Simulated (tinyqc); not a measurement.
Wider gaps pin less: metal-induced gap states at the contact of a metal chain and a two-band chain.

The semiconductor alternates sites A at -Eg/2 and C at +Eg/2 with hopping -t; the gap runs from -Eg/2 to Eg/2. In the gap cosh(q a) = 1 + (Eg^2/4 - E^2)/(2 t^2) and the amplitude changes by -exp(-q a) a period. The metal has site energy 0 and hopping -tm; its end site has g_m = (E - i sqrt(4 tm^2 - E^2))/(2 tm^2). Sites 1, 2, ... count into the semiconductor, with energies e1, e2 alternating. The clean half chain has g1 = 1/(E - e1 - t^2 g2), g2 = 1/(E - e2 - t^2 g1), decaying root. With the contact G11 = 1/(1/g1 - tc^2 g_m), and the density on site j is -Im G_jj/pi = |psi_j/psi_1|^2 (-Im G11/pi), per spin, with psi_2/psi_1 = -t g2, psi_3/psi_2 = -t g1.

Constants: e^2/(4 pi eps0) = 14.39964547 eV angstrom.

Inputs chosen for the exercise (gap and optical dielectric constant near those of GaAs; the chain itself is a model; the results hold for these values, not for the real material): Eg = 1.5 eV (gap); t = 2.03 eV (hopping in the semiconductor); tm = 1.62 eV (hopping in the metal); tc = 1.75 eV (hopping across the contact); end = A (site that touches the metal); a = 4 angstrom (period (two sites); one chain for each area a^2); eps = 11 (dielectric constant).

E = 0; Eg is varied and eps follows 1 + (eps0 - 1)(Eg0/Eg), with the given Eg and eps as Eg0 and eps0. xi = 1/(2q), N = 2 (summed density)/a^2, S = 1/(1 + 4 pi e^2 N xi/eps).

Against the gap:
```
Eg (eV)    eps  xi (angstrom)  summed density (1/eV)      S  S at fixed eps
0.50     31.00          16.25                 0.6310  0.118           0.045
0.75     21.00          10.84                 0.4188  0.170           0.097
1.10     14.64           7.40                 0.2833  0.236           0.188
1.50     11.00           5.44                 0.2055  0.303           0.303
2.30      7.52           3.58                 0.1303  0.416           0.511
5.50      3.73           1.58                 0.0460  0.694           0.870
9.00      2.67           1.05                 0.0224  0.834           0.954
```

Give the missing row, Eg (eV) = 3.40.

Computed row:
```
Eg (eV)   eps  xi (angstrom)  summed density (1/eV)      S  S at fixed eps
3.40     5.41           2.45                 0.0838  0.538           0.703
```

From Eg = 0.5 to 9 eV xi falls by a factor 15.5 and the summed density by 28.1, so at fixed eps S rises from 0.05 to 0.95. The weaker screening of wide-gap solids works against this: with it S goes from 0.12 to 0.83.

tinyqc: `OMP_NUM_THREADS=1 python tinyqc.py 1481407 1481408 out.jsonl`; about 0.01 s, one thread, shared Intel(R) Xeon(R) Processor @ 2.30GHz.
